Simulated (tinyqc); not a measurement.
What moves the results: six-band hole subbands of a thin body in a field. A value that a table varies takes the place of the one given here.

Basis X, Y, Z times spin, hole energies counted downwards from the unstrained edge (the hydrostatic shift is left out), c = hbar^2/2m0. For a symmetric tensor T let C(T) have C_XX = L Txx + M (Tyy + Tzz), C_XY = N Txy (cyclic), L = c (g1 + 4 g2), M = c (g1 - 2 g2), N = 6 c g3. k = q + kz n, n the unit normal, q = k1 u + k2 v with u along the channel [1-10] and v = n x u. H = C(k k^T) + (Dso/3)(1 - L.sigma) - B + e F z with (L_k)_ij = -i epsilon_kij; B is the block C built from the traceless strain with 2b, -b and sqrt(3) d in place of L, M, N. Strain: exx = eyy = (s11 + s12) sx/2, ezz = s12 sx, exy = -s44 sx/4. Hard walls at z = 0 and t; basis sin(j pi z/t), j = 1 to Nz: kz^2 = (j pi/t)^2, kz = -i D with D_jl = 4 j l/(t (j^2 - l^2)), z_jj = t/2 and z_jl = -8 t j l/(pi (j^2 - l^2))^2 for j + l odd; 1 MV/cm = 0.01 eV/angstrom.

Nz = 14. E1 is the top subband at q = 0, gap the distance to the next pair, and the masses are c q^2/(E(q) - E1) at |q| = 0.02 1/angstrom (mean of the spin pair) along the channel [1-10] and across it in the plane; a dash marks a band that does not rise.

Constants: hbar^2/2m0 = 3.80998211 eV angstrom^2.

Values chosen for the exercise (near those of a p-type Ge channel; not measured data): g1 = 13.36 (Luttinger gamma1); g2 = 4.24 (gamma2); g3 = 5.7 (gamma3); Dso = 0.286 eV (spin-orbit splitting); b = -2.51 eV (tetragonal potential); d = -5.31 eV (trigonal potential); S = (9.83, -2.71, 14.7) 1/TPa (compliances s11, s12, s44); face = 001 (surface); t = 50 angstrom (body thickness); F = 0.5 MV/cm (field across the body); sx = -1 GPa (stress along the channel [1-10], negative in compression).

## Stress along the channel

Each row has its own sx.

Results:

| sx (GPa) | E1 (meV) | gap (meV) | m channel | m across |
|---|---|---|---|---|
| -3.0 | 93.8 | 234.3 | 0.043 | 0.354 |
| -2.0 | 133.3 | 197.7 | 0.047 | 0.237 |
| -1.0 | 166.7 | 158.3 | 0.058 | 0.145 |
| -0.5 | 179.7 | 145.6 | 0.069 | 0.111 |
| 0.0 | 189.4 | 139.2 | 0.087 | 0.087 |
| 0.5 | 195.4 | 139.6 | 0.114 | 0.070 |
| 1.0 | 197.9 | 146.4 | 0.156 | 0.059 |

What can be read from the table?

Under 2 GPa of compression the channel mass goes from 0.087 to 0.047 m0, the mass across from 0.087 to 0.237; the gap to the next subband is 198, 139 and 146 meV at -2, 0 and +1 GPa. The lightest channel mass of the table, 0.043 m0, is at -3.0 GPa.

## Surface orientation and number of bands

Three faces, six bands; and four bands, with Dso set to 1000 eV.

Results:

| case | E1 (meV) | gap (meV) | m channel | m across |
|---|---|---|---|---|
| (001) 6 bands | 166.7 | 158.3 | 0.058 | 0.145 |
| (001) 4 bands | 172.4 | 232.6 | 0.069 | 0.085 |
| (110) 6 bands | 94.1 | 70.3 | 0.042 | 0.160 |
| (110) 4 bands | 135.3 | 138.8 | 0.052 | 0.088 |
| (111) 6 bands | 114.3 | 113.9 | 0.053 | 0.121 |
| (111) 4 bands | 121.6 | 114.0 | 0.061 | 0.069 |

What can be read from the table?

With six bands the top subband is shallowest on (110) (94.1 meV) and deepest on (001). Without the stress E1 would be 189.4, 130.7 and 134.0 meV, so the stress moves it by -22.7, -36.6 and -19.7 meV. The lightest channel mass is on (110) (0.042 m0). Dropping the split-off band moves E1 by 5.7, 41.2 and 7.2 meV and the gap by 74.2, 68.5 and 0.1 meV on the three faces, with Dso = 286 meV.

## What each parameter does

Six bands. Each row changes one parameter from the base and keeps the others.

Results:

| case | E1 (meV) | gap (meV) | m channel (m0) | m across (m0) |
|---|---|---|---|---|
| base | 166.7 | 158.3 | 0.058 | 0.145 |
| t = 40 angstrom | 188.6 | 172.8 | 0.058 | 0.135 |
| F = 0.8 MV/cm | 228.4 | 160.4 | 0.060 | 0.147 |
| sx = -1.5 GPa | 151.0 | 176.1 | 0.051 | 0.187 |
| g3 = 5.3 | 166.7 | 158.3 | 0.057 | 0.127 |
| g2 = 4.88 | 144.6 | 164.4 | 0.056 | 0.130 |
| Dso = 0.429 eV | 168.5 | 194.2 | 0.061 | 0.121 |
| d = -4.25 eV | 169.1 | 153.6 | 0.062 | 0.130 |

How do the results move?

The largest shifts from the base row, up to three for each result and ties (the steps differ in size, so this ranks the rows, not the parameters). E1 (meV): F +61.7, g2 -22.1, t +21.9; unchanged at the printed digits by g3. gap (meV): Dso +35.9, sx +17.8, t +14.5; unchanged at the printed digits by g3. m channel (m0): sx -0.007, d +0.004, Dso +0.003; unchanged at the printed digits by t. m across (m0): sx +0.042, Dso -0.024, g3 -0.018.

Run: tinyqc, `OMP_NUM_THREADS=1 python tinyqc.py 1251122 1251123 out.jsonl`; Intel(R) Xeon(R) Processor @ 2.30GHz, one thread, shared host; about 0.4 s of CPU time with all checks.
